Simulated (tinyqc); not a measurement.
Mirror strength against the number of periods: longitudinal sound in a periodic multilayer: transfer matrices, stop bands and folded phonons. Computed by tinyqc, a small Python program. Command: `OMP_NUM_THREADS=1 python tinyqc.py 3019190 3019191 out.jsonl multilayer walk`. One thread of a shared host (Intel(R) Xeon(R) Processor @ 2.30GHz), about 0.01 s of CPU time with the checks.

Layers 1 and 2 repeat with period d = d_1 + d_2; waves travel normal to the layers, without loss. State vector (u, s): displacement u and stress divided by omega. Impedances Z = rho v are in 1e6 kg/(m^2 s).

Inputs (values chosen for the exercise, modelled on silica (layer 1), platinum (layer 2) and silicon (substrate)):

| quantity | value | unit |
|---|---|---|
| density rho_1 | 2.23 | g/cm^3 |
| velocity v_1 | 6000 | m/s |
| thickness d_1 | 4.1 | nm |
| density rho_2 | 21.7 | g/cm^3 |
| velocity v_2 | 4150 | m/s |
| thickness d_2 | 2.8 | nm |
| substrate density | 2.29 | g/cm^3 |
| substrate velocity | 8290 | m/s |
| frequency f | 350 | GHz |

Method:
- Z = rho v; interface reflection r = (Z_2 - Z_1)/(Z_2 + Z_1) (stress amplitude, from 1 into 2); Bragg frequency f_B = 1/[2 (d_1/v_1 + d_2/v_2)]; long-wave velocity v_eff = d/sqrt[(d_1/v_1)^2 + (d_2/v_2)^2 + (Z_1/Z_2 + Z_2/Z_1)(d_1/v_1)(d_2/v_2)].
- A layer maps (u, s) by [[cos p, sin p/Z], [-Z sin p, cos p]], p = 2 pi f d_i/v_i; one period is M = M_2 M_1, and cos(q d) = trace(M)/2.
- For N periods A = M^N. A wave comes from a thick layer of material 1 and leaves into the substrate (Z_s): transmitted power T = 4 Z_1 Z_s/|Z_1 A_22 + Z_s A_11 - i (Z_1 Z_s A_12 - A_21)|^2, reflected power R = 1 - T.

Bragg frequency f_B = 368.180 GHz

Z_2 = 90.055

Z_1 = 13.38

Z of the substrate = 18.9841

trace(M)/2 = -3.41270

Transmitted power:

| N | T at f_B | T at f_B (dB) | T at f |
|---|---|---|---|
| 1 | 0.11780 | -9.2886 | 0.11858 |
| 2 | 0.0027624 | -25.587 | 0.0028260 |
| 3 | 6.1071e-05 | -42.142 | 6.3503e-05 |
| 4 | 1.3484e-06 | -58.702 | 1.4250e-06 |
| 6 | 6.5726e-10 | -91.823 | 7.1757e-10 |
| 8 | 3.2037e-13 | -124.94 | 3.6133e-13 |
| 12 | 7.6120e-20 | -191.19 | 9.1619e-20 |
| 16 | 1.8086e-26 | -257.43 | 2.3231e-26 |
| 24 | 1.0210e-39 | -389.91 | 1.4936e-39 |

What does the comparison show, and why?

At f_B each further period removes 16.56 dB at large N, which is 20 log10 of the impedance ratio, 16.56 dB, as for a quarter-wave stack; 99 % reflection needs N = 2 among these rows. At f, in a stop band, T decays as well. Values below about 1e-6 belong to the ideal stack: roughness and scattering into other modes, left out here, set a floor in a real one. Caution: at these frequencies damping, strong in glasses, and rough interfaces, both left out here, can weaken the stop bands; layers only a few atoms thick are also beyond continuum acoustics.
